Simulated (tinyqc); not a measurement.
Frequency dispersion of an accumulation capacitance by border traps, distributed model: two steps of the calculation.

Traps spread evenly through the insulator exchange electrons with the semiconductor by tunnelling, with tau(x) = t0 exp(2 ka x) at depth x from the interface. The admittance per area Y seen at depth x obeys dY/dx = -Y^2/(i w eps0 eox) + q Nb ln(1 + i w tau)/tau, with Y(0) = i w Cs and w = 2 pi f; the gate sees Y(tox) = G + i w C. Working variable y = Y/(i w), in uF/cm^2. Cox = eps0 eox/tox.

Parameters, values chosen for the exercise; permittivity close to that of aluminium oxide: relative permittivity of the insulator eox = 8.63; insulator thickness tox = 4.9 nm; semiconductor capacitance in accumulation Cs = 6.3 uF/cm^2; density of border traps Nb = 9.8e18 cm^-3 eV^-1; decay constant of the wave function in the insulator ka = 3.6 1/nm; time constant of a trap at the interface t0 = 2e-10 s; frequency f = 100 Hz; depth down to which the steps are taken xe = 2.9 nm.

Constants: q = 1.602176634e-19 C, eps0 = 8.8541878128e-14 F/cm where lengths are in cm. Results are converted to the units shown.

Task 1. Midpoint steps through the active depth. In terms of y: dy/dx = -y^2/(eps0 eox) + s(x), s = q Nb ln(1 + z)/z, z = i w tau. 11 midpoint steps of h = xe/11: y_half = y + (h/2) y'(x, y), y(new) = y + h y'(x + h/2, y_half).

Find: x; s; y.

Result 1.

```
point,x (nm),s (uF/(cm^2 nm)),y (uF/cm^2)
0,0,0.1570+0.0000i,6.300+0.000i
1,0.2636,0.1570+0.0000i,5.245+0.000i
2,0.5273,0.1570+0.0000i,4.495+0.000i
3,0.7909,0.1570+0.0000i,3.937+0.000i
4,1.055,0.1570+0.0000i,3.509+0.000i
5,1.318,0.1570-0.0001i,3.170+0.000i
6,1.582,0.1570-0.0009i,2.898+0.000i
7,1.845,0.1567-0.0058i,2.674-0.001i
8,2.109,0.1458-0.0347i,2.486-0.004i
9,2.373,0.0607-0.0589i,2.317-0.019i
10,2.636,0.0109-0.0221i,2.152-0.025i
11,2.900,0.0017-0.0053i,2.005-0.024i
```

Task 2. Capacitance and conductance at the gate. Beyond xe the traps are ignored, so 1/y(tox) = 1/y(xe) + (tox - xe)/(eps0 eox); C = Re y, G/w = -Im y, loss tangent G/(w C).

y at xe = 2.0051089-0.0243701i uF/cm^2

Find: y at the gate; C; G/w; loss tangent.

Result 2.

y at the gate = 1.3150-0.0105i uF/cm^2
C = 1.3150 uF/cm^2
G/w = 0.010481 uF/cm^2
loss tangent = 0.0079704

Numbers from tinyqc (`OMP_NUM_THREADS=1 python tinyqc.py 2202160 2202161 out.jsonl`; about 0.5 s on one thread of a shared Intel Xeon 2.30GHz).
